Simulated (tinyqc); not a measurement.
Epitaxial growth on a vicinal surface: Burton-Cabrera-Frank step flow, step-edge barrier and island nucleation: one step, computed by the program tinyqc. Command: `OMP_NUM_THREADS=1 python tinyqc.py 3005823 3005824 out.jsonl stepflow walk`. One thread of a shared host (Intel(R) Xeon(R) Processor @ 2.30GHz), about 0.03 s of CPU time with the checks.

Adatoms land at rate F, hop on a square grid (a simplification for hexagonal faces), desorb, or join steps. Lengths are in units of a and n is the adatom coverage. Steps ascend at x = 0 and descend at x = l.

Task: Terrace solution. D n'' - n/tau + F = 0 with n(0) = n_eq and -l_s n'(l) = n(l) - n_eq. With u = n - F tau, A = n_eq - F tau, y = l/x_s, s = l_s/x_s: u = A cosh(x/x_s) + B sinh(x/x_s), B = A (1 - cosh y - s sinh y)/(sinh y + s cosh y). Flux into the ascending step J+ = D B/x_s, over the descending one J- = -(D/x_s)(A sinh y + B cosh y); step velocity J+ + J-; growth rate (J+ + J-)/l. For small y: J+ + J- = (F - n_eq/tau) l, J-/J+ = l/(l + 2 l_s). The coverage peaks where n' = 0, tanh(x/x_s) = -B/A.

Inputs (values chosen for the exercise, close to those used for 4H-SiC(0001)): deposition rate F = 0.036 layers/s; temperature T = 1370 C; critical nucleus size i = 1.

D = 1.121347e+07 a^2/s

lifetime tau = 0.2642010 s

diffusion length x_s = 1721.223 a

equilibrium coverage n_eq = 5.690930e-06

terrace width l = 93.75435 a

Schwoebel length l_s = 0.3838488 a

Give: J+; J-; growth rate; peak coverage; position of the peak.

Result:

J+ = 1.693 atoms per step site and s

J- = 1.679 atoms per step site and s

growth rate = 0.03597 layers/s

peak coverage = 9.244e-06

position of the peak = 47.07 a

Caution: twice the distance from the ascending step to the coverage peak exceeds the expected island spacing [0.25 (F/D)^(i/(i+2)) exp(E_i/((i+2) k_B T))]^(-1/2) by 40 % or more, so islands nucleate and the step-flow values are formal.
